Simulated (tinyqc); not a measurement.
Inside a calculation. Method: RKS/PBE in the sto-6g basis, for H3-, spin multiplicity 1. The basis has no diffuse functions, so it cannot describe the extra electron: this is an exercise in the method, not the real anion. One step of it, computed by the program tinyqc.

Question. Iteration 2: building the Kohn-Sham matrix. J_ij = sum D_kl (ij|kl); F = H + J + V_xc; E = tr D H + tr D J / 2 + E_xc + E_nn.

D after iteration 1, lower triangle:
```
          1H 1s      2H 1s     3H 1s
1H 1s  0.580553
2H 1s  0.369659   1.584569
3H 1s  0.369821  -1.097667  1.585116
```

core Hamiltonian H = T + V (hartree), lower triangle:
```
           1H 1s      2H 1s      3H 1s
1H 1s  -1.575458
2H 1s  -1.010691  -1.373280
3H 1s  -1.009972  -0.490897  -1.372975
```

Two-electron integrals (ij|kl) in chemists' order, unique and non-zero (hartree):
```
(11|11) 0.774999   (21|11) 0.349331   (21|21) 0.195336   (22|11) 0.505873
(22|21) 0.349331   (22|22) 0.774999   (31|11) 0.349029   (31|21) 0.158019
(31|22) 0.231547   (31|31) 0.195040   (32|11) 0.144408   (32|21) 0.078156
(32|22) 0.136000   (32|31) 0.078105   (32|32) 0.036650   (33|11) 0.505664
(33|21) 0.231654   (33|22) 0.344452   (33|31) 0.349029   (33|32) 0.136000
(33|33) 0.774999
```

nuclear repulsion = 1.50501305 hartree

V_xc (hartree), lower triangle:
```
           1H 1s      2H 1s      3H 1s
1H 1s  -0.475795
2H 1s  -0.254772  -0.506636
3H 1s  -0.254550  -0.110485  -0.506614
```

E_xc = sum of w rho eps_xc = -1.56758855 hartree

Give: Coulomb J; Kohn-Sham matrix F; total energy of this density.

Answer.

Coulomb J (hartree), lower triangle:
```
       1H 1s  2H 1s  3H 1s
1H 1s  2.252
2H 1s  1.213  2.199
3H 1s  1.212  0.550  2.199
```

Kohn-Sham matrix F (hartree), lower triangle:
```
        1H 1s   2H 1s  3H 1s
1H 1s   0.201
2H 1s  -0.052   0.319
3H 1s  -0.052  -0.051  0.319
```

total energy of this density = -1.31460 hartree

This density is a damped mixture and is not idempotent.
